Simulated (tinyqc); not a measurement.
Velocity against field: two-valley model of the transferred-electron effect. Computed by tinyqc, a small Python program. Command: `OMP_NUM_THREADS=1 python tinyqc.py 3029862 3029863 out.jsonl gunn walk`. One thread of a shared host (Intel(R) Xeon(R) Processor @ 2.30GHz), about 0.01 s of CPU time with the checks.

Both kinds of valley share one electron temperature T_e, and each has a constant mobility.

Inputs (values chosen for the exercise, modelled on In0.53Ga0.47As):

| quantity | value | unit |
|---|---|---|
| central-valley mass m1 | 0.043 | m_0 |
| satellite-valley mass m2 | 0.27 | m_0 |
| satellite valleys Z | 4 | - |
| valley separation dE | 0.58 | eV |
| central-valley mobility mu1 | 11000 | cm^2/(V s) |
| satellite-valley mobility mu2 | 180 | cm^2/(V s) |
| energy relaxation time tau_E | 1.4 | ps |
| lattice temperature T | 500 | K |
| electric field F | 10 | kV/cm |

Solver: damped fixed point.

Constants: k_B = 8.617333262e-05 eV/K.

Method. Density-of-states ratio R = Z (m2/m1)^(3/2); n2/n1 = R exp(-dE/(k_B T_e)); mean mobility mu = (mu1 + mu2 n2/n1)/(1 + n2/n1); energy balance e mu F^2 = (3/2) k_B (T_e - T)/tau_E; v = mu F.

low-field mobility = 10999.0 cm^2/(V s)

R = 62.9366

The curve:

| F (kV/cm) | T_e (K) | share in the satellites (%) | v (1e7 cm/s) | low-field line (1e7 cm/s) |
|---|---|---|---|---|
| 1.0 | 619 | 1.1916e-01 | 1.0987 | 1.10 |
| 2.5 | 1138 | 1.4536e+01 | 2.3568 | 2.75 |
| 5.0 | 1769 | 5.8352e+01 | 2.3432 | 5.50 |
| 7.0 | 2141 | 7.3082e+01 | 2.1648 | 7.70 |
| 10.0 | 2654 | 8.3285e+01 | 1.9886 | 11.00 |
| 14.0 | 3335 | 8.9321e+01 | 1.8697 | 15.40 |
| 20.0 | 4441 | 9.3256e+01 | 1.8195 | 22.00 |
| 30.0 | 6664 | 9.5820e+01 | 1.8969 | 33.00 |
| 50.0 | 12987 | 9.7401e+01 | 2.3058 | 55.00 |
| 100.0 | 41493 | 9.8166e+01 | 3.7849 | 109.99 |

What follows from these numbers?

v falls between 2.5 and 20 kV/cm, while the share in the slow valleys goes from 15 to 93 %: transfer outruns the rise of the field. With constant mobilities n2/n1 tends to R and v ends on the line (mu1 + R mu2) F/(1 + R), a mobility of 349; real satellites saturate instead. Rows with T_e above 3000 K lie outside the range of a Maxwellian in parabolic valleys.

Extremes, crossings and ranges named in words are read from the listed rows.
